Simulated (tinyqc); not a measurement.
# Two-diode model of a solar cell: what changes with what

J is the current delivered and Vj = V + J Rs the junction voltage. J = X JL - J01 (exp(Vj/(n1 Vt)) - 1) - J02 (exp(Vj/(2 Vt)) - 1) - Vj/Rp. The photocurrent does not depend on voltage.

Inputs (values chosen for the exercise); values of the order met in cells of a lead-halide perovskite:

| symbol | value | unit | meaning |
|---|---|---|---|
| T | 273 | K | temperature |
| JL | 21.1 | mA/cm^2 | photocurrent at one sun |
| X | 1 | suns | concentration |
| J01 | 1.9e-24 | A/cm^2 | saturation current of the first diode |
| n1 | 1 |  | ideality factor of the first diode |
| Rs | 0.42 | ohm cm^2 | series resistance |
| Rp | 500 | ohm cm^2 | shunt resistance |
| Pin | 100 | mW/cm^2 | incident power at one sun |
| J02 | 5.5e-13 | A/cm^2 | saturation current of the second diode (ideality 2) |

Constants: q = 1.602176634e-19 C, kB = 1.380649e-23 J/K, Vt = kB T/q. Results are converted to the units shown.

Each table varies one quantity; the others keep the values above.

## Effect of the concentration

Jsc at V = 0, Voc at J = 0, the maximum power point where J (1 + 2 Rs G) = G Vj with G = -dJ/dVj; FF = Vmp Jmp/(Voc Jsc); efficiency Vmp Jmp/(X Pin). Empirical fill factor without parasitics FF0 = (v - ln(v + 0.72))/(v + 1), v = Voc/(n1 Vt).

Effect of the concentration:

| X (suns) | Jsc (mA/cm^2) | Voc (V) | Vmp (V) | Jmp (mA/cm^2) | FF | efficiency (%) | FF0 |
|---|---|---|---|---|---|---|---|
| 0.01 | 0.2108 | 0.1055 | 0.05275 | 0.1054 | 0.2500 | 0.5560 | 0.5169 |
| 0.04 | 0.8433 | 0.4220 | 0.2110 | 0.4216 | 0.2500 | 2.224 | 0.7927 |
| 0.1 | 2.108 | 0.9357 | 0.5274 | 1.054 | 0.2819 | 5.560 | 0.8847 |
| 0.5 | 10.54 | 1.101 | 0.9461 | 8.330 | 0.6792 | 15.76 | 0.8983 |
| 2 | 42.16 | 1.168 | 1.012 | 38.44 | 0.7898 | 19.44 | 0.9029 |
| 6 | 126.5 | 1.210 | 1.031 | 119.0 | 0.8015 | 20.45 | 0.9055 |
| 20 | 421.6 | 1.250 | 0.9736 | 398.7 | 0.7365 | 19.41 | 0.9079 |
| 80 | 1687 | 1.290 | 0.6822 | 1339 | 0.4197 | 11.41 | 0.9101 |
| 300 | 3112 | 1.325 | 0.6629 | 1558 | 0.2506 | 3.443 | 0.9120 |

As X goes from 0.01 to 300, Voc rises from 0.105 to 1.32 V, FF goes from 0.250 through a maximum of 0.802 (at X = 6 among the rows listed) to 0.251 and the efficiency goes from 0.556 through a maximum of 20.5 (at X = 6 among the rows listed) to 3.44 %. Voc gains 60.3 mV a decade at the top and 526 mV at the bottom (n1 Vt ln 10 = 54.2 mV). Past the optimum the loss in Rs, which grows as J^2, outruns the gain in Voc: at the best row X JL Rs = 2.3 n1 Vt. For X = 0.01 v is below 10, outside the range of the formula for FF0. For X = 0.01, 0.04, 0.1 the shunt carries over 0.3 of the photocurrent at open circuit, so it pulls Voc down and FF towards the 1/4 of a resistor. For X = 80, 300 Rs Jsc exceeds half of Voc, so the series resistance shapes the curve and drives FF towards the 1/4 of a resistor.

## Effect of the saturation current of the second diode (ideality 2)

Same model as above.

The same in every row: Jsc (mA/cm^2) = 21.082.

Results:

| J02 (A/cm^2) | Voc (V) | Vmp (V) | Jmp (mA/cm^2) | FF | efficiency (%) | FF0 |
|---|---|---|---|---|---|---|
| 2e-14 | 1.1889 | 1.0815 | 18.451 | 0.79615 | 19.955 | 0.90421 |
| 2e-13 | 1.1675 | 1.0266 | 18.304 | 0.76338 | 18.790 | 0.90284 |
| 6e-13 | 1.1331 | 0.98008 | 18.335 | 0.75222 | 17.969 | 0.90055 |
| 2e-12 | 1.0804 | 0.92686 | 18.384 | 0.74809 | 17.040 | 0.89680 |
| 6e-12 | 1.0293 | 0.87814 | 18.426 | 0.74564 | 16.181 | 0.89286 |
| 2e-11 | 0.97301 | 0.82486 | 18.466 | 0.74253 | 15.232 | 0.88811 |
| 5e-11 | 0.93011 | 0.78442 | 18.490 | 0.73965 | 14.504 | 0.88417 |

Estimate the missing row, J02 = 6e-14 A/cm^2.

Computed row:

| J02 (A/cm^2) | Voc (V) | Vmp (V) | Jmp (mA/cm^2) | FF | efficiency (%) | FF0 |
|---|---|---|---|---|---|---|
| 6e-14 | 1.1839 | 1.0651 | 18.353 | 0.78320 | 19.549 | 0.90389 |

With this row back in the table: As J02 goes from 2e-14 to 5e-11, Voc falls from 1.19 to 0.930 V, FF falls from 0.796 to 0.740 and the efficiency falls from 20.0 to 14.5 %. Voc changes by -108 mV a decade between the last two rows and -10.4 mV between the first two.

Computed by the program tinyqc: `OMP_NUM_THREADS=1 python tinyqc.py 2280132 2280133 out.jsonl`, one thread of a shared Intel Xeon 2.30GHz, about 0.02 s for the whole run.
